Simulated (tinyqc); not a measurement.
Trap in a gate oxide as a short-range spherical well, step by step. Values are carried at full precision from step to step, so a last printed digit may differ when a step is redone from the rounded ones.

A spherical well of radius R and depth V0 below the conduction edge, one mass m, c = hbar^2/2m0. The s level at binding Et solves k cot(k R) = -kappa with k = sqrt(m (V0 - Et)/c), kappa = sqrt(m Et/c); it exists for V0 > Vc = c (pi/2R)^2/m. Outside, psi falls as exp(-kappa r)/r.

Constants: hbar^2/2m0 = 3.80998211 eV angstrom^2; fine-structure constant alpha = 0.007297352564; hc = 1239.841984 eV nm; kB = 8.617333262e-05 eV/K.

Inputs chosen for the exercise (near those of SiO2 on Si; not measured data):

| symbol | value | unit | meaning |
|---|---|---|---|
| R | 4.6 | angstrom | radius of the well |
| V0 | 3.95 | eV | depth of the well |
| m | 0.466 | m0 | mass |
| n_r | 1.47 |  | refractive index |
| dEc | 3.13 | eV | conduction offset to the channel |
| Fox | 4.1 | MV/cm | oxide field, lowering levels away from the channel |
| t0 | 6.2 | x 1e-11 s | time constant at the interface |
| T | 300 | K | temperature |
| EF | -0.05 | eV | Fermi level above the channel edge |
| x | 12 | angstrom | depth of the trap |

## The bound level

Solve for Et; the share outside is [sin^2(kR)/(2 kappa)]/[sin^2(kR)/(2 kappa) + R/2 - sin(2kR)/(4k)].

Et = 1.8584 eV
k = 0.5058 1/angstrom
kappa = 0.4768 1/angstrom
share outside = 0.166
Vc = 0.953 eV

The well is 4.14 times the critical depth. Since dEt/dV0 equals the share inside, 0.83, a 1 % change of V0 moves Et by 1.8 %. The decay length is 2.1 angstrom, 0.5 times R.

## Peak of the photo-ionisation cross-section

Lucovsky model (delta well, plane-wave final states, no local-field factor): sigma = (32 pi alpha c/(3 n_r m Et)) (x - 1)^(3/2)/x^3, x = h nu/Et, c = hbar^2/2m0; 1 angstrom^2 = 1e-16 cm^2.

The maximum lies at x = 2. Give the photon energy, its wavelength and sigma there.

h nu = 3.717 eV
wavelength = 334 nm
sigma = 9.15 x 1e-18 cm^2

With 17 % of the state outside the well the delta-well form is only a rough model of this centre.

## Level, tunnelling time and occupation

Energies from the conduction edge of the channel. The trap level at depth x is E_T = dEc - Et - e Fox x (1 MV/cm = 0.01 eV/angstrom). An electron at the channel edge tunnels with the WKB exponent S = (4/3) sqrt(m/c) [dEc^(3/2) - (dEc - e Fox x)^(3/2)]/(e Fox), c = hbar^2/2m0; tau = t0 exp(S); the occupation is f = 1/(1 + exp((E_T - EF)/kB T)), tau_c = tau/f and tau_e = tau/(1 - f). Lattice relaxation is left out; a level below the channel edge needs phonons as well, so tau is then a lower bound, while a level above it can also empty elastically at its own energy, through a thinner barrier, faster than this tau.

Give E_T, S, tau and ln(tau_c/tau_e) = (E_T - EF)/kB T.

E_T = 0.780 eV
S = 14.250
tau = 9.57e-05 s
ln(tau_c/tau_e) = 32.1

The level lies 32 kB T above EF, so the trap is mostly empty. A flat barrier would give S = 2 sqrt(m dEc/c) x = 14.85.

## Checks

- Et from the radial equation on a grid against the matching condition, eV: both 1.86.

Program tinyqc; command `OMP_NUM_THREADS=1 python tinyqc.py 1251639 1251640 out.jsonl`; about 0.01 s on one thread of a shared Intel(R) Xeon(R) Processor @ 2.30GHz.
